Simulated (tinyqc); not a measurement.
## Lossy interposer transmission line with skin effect: line properties against frequency

A uniform line in a homogeneous dielectric: c = sqrt(er)/(c0 Z0), l = Z0 sqrt(er)/c0 (c0 = 299792458 m/s), g = w c td, w = 2 pi f. The resistance joins its limits as r = sqrt(r_dc^2 + r_hf^2), with r_dc = rho/(wd th), r_hf = kr rho/(2 delta (wd + th)), delta = sqrt(rho/(pi f mu0)), mu0 = 4 pi 1e-7 H/m; this is an interpolation, and internal inductance, up to 0.05 nH/mm at low frequency, is neglected.

gamma = sqrt((r + i w l)(g + i w c)) = alpha + i beta, Zc = sqrt((r + i w l)/(g + i w c)), roots with positive real part; loss 8.685889638 alpha in dB; phase velocity w/beta. ZL = 1/(1/RL + i w CL); reflection (ZL - Zc)/(ZL + Zc); Zin = Zc (ZL + Zc tanh(gamma len))/(Zc + ZL tanh(gamma len)); H = V_load/V_source = [Zin/(Zin + Rg)]/[cosh(gamma len) + (Zc/ZL) sinh(gamma len)].

Inputs (values chosen for the exercise):
- wd = 6 um (width of the strip)
- th = 2.1 um (thickness of the strip)
- rho = 1.8 uohm cm (resistivity)
- er = 3.5 (relative permittivity)
- td = 0.02 (loss tangent)
- Z0 = 40 ohm (lossless impedance sqrt(l/c))
- kr = 1.5 (factor for crowding and the return path)
- len = 16 mm (length)
- Rg = 50 ohm (source resistance)
- RL = 100 ohm (load resistance)
- CL = 100 fF (load capacitance)

Line properties against frequency:
```
f (GHz),r (ohm/mm),r/(w l),loss (dB/mm),|Zc| (ohm),phase velocity over c0,length in wavelengths,|H| (dB)
0.01,1.431,91.22,0.02311,382.0,0.07950,0.006714,-4.757
0.03,1.435,30.50,0.03966,220.9,0.1360,0.01178,-4.763
0.09,1.448,10.26,0.06684,128.4,0.2269,0.02117,-4.784
0.3,1.491,3.169,0.1116,72.91,0.3662,0.04372,-4.897
0.8,1.590,1.267,0.1541,50.82,0.4698,0.09089,-5.365
2,1.805,0.5755,0.1960,42.96,0.5164,0.2067,-6.833
7,2.511,0.2287,0.2949,40.51,0.5317,0.7027,-8.869
20,3.772,0.1202,0.4770,40.14,0.5339,1.999,-12.13
60,6.212,0.06602,0.8786,40.04,0.5344,5.992,-21.43
```

What does the comparison show?

r equals w l at 1.04 GHz: below it |Zc| and the delay grow as in an RC line, above it |Zc| tends to Z0 = 40 ohm and the velocity to 1/sqrt(er) = 0.535 c0. The loss goes as f^(0.49) between the first two rows and f^(0.56) between the last two. |H| is -4.76 dB in the first row and -21.4 dB in the last; between rows it can pass through resonances that the table doesn't show.

Program tinyqc, `OMP_NUM_THREADS=1 python tinyqc.py 2810108 2810109 out.jsonl`; Intel Xeon 2.30GHz, shared host, one thread, about 0.01 s.
